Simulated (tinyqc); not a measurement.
Liquidus of a compound AB in a simple-solution melt, liquid-phase epitaxy and vapour pressures: one step, computed by the program tinyqc. Command: `OMP_NUM_THREADS=1 python tinyqc.py 3016940 3016941 out.jsonl liq35 walk`. One thread of a shared host (Intel(R) Xeon(R) Processor @ 2.30GHz), about 0.06 s of CPU time with the checks.

x is the atom fraction of B in the melt. The melt is a simple solution: R T ln gamma_B = W (1 - x)^2, R T ln gamma_A = W x^2, W = a + b T. The solid AB is stoichiometric.

Problem. Vapour pressures and congruent evaporation. Liquidus (Vieland): f(x) = R T ln[4 x (1 - x)] + 2 W (1/2 - x)^2 + S_F (T_F - T) = 0. Over the A-rich liquidus: p_A = gamma_A (1 - x) exp(S_A/R - H_A/(R T)), p_B2 = [gamma_B x exp(S_B/R - H_B/(R T))]^2, in bar. Free evaporation is congruent while the A flux over this liquidus is at least the B flux; with A and B2 taken as equal in mass for the estimate, T_c solves p_A = 2 p_B2.

Inputs (values chosen for the exercise, for a model compound):
```
quantity                                 value       unit
melting point T_F                         1755          K
entropy of fusion S_F                     65.2  J/(mol K)
interaction a                               11     kJ/mol
interaction slope b                      -15.5  J/(mol K)
saturation temperature T                  1437          K
heat of evaporation of A                   239     kJ/mol
entropy of evaporation of A                103  J/(mol K)
heat of evaporation of B as (1/2) B2        80     kJ/mol
entropy of evaporation of B as (1/2) B2   68.8  J/(mol K)
```

Constants: R = 8.314462618 J/(mol K).

Give: log10 p_A; log10 p_B2; congruent temperature T_c.

Solution.

log10 p_A = -3.3395

log10 p_B2 = -1.6855

congruent temperature T_c = 1049.9 K

T is above T_c: in vacuum B leaves faster and droplets of A form unless a B flux is supplied.
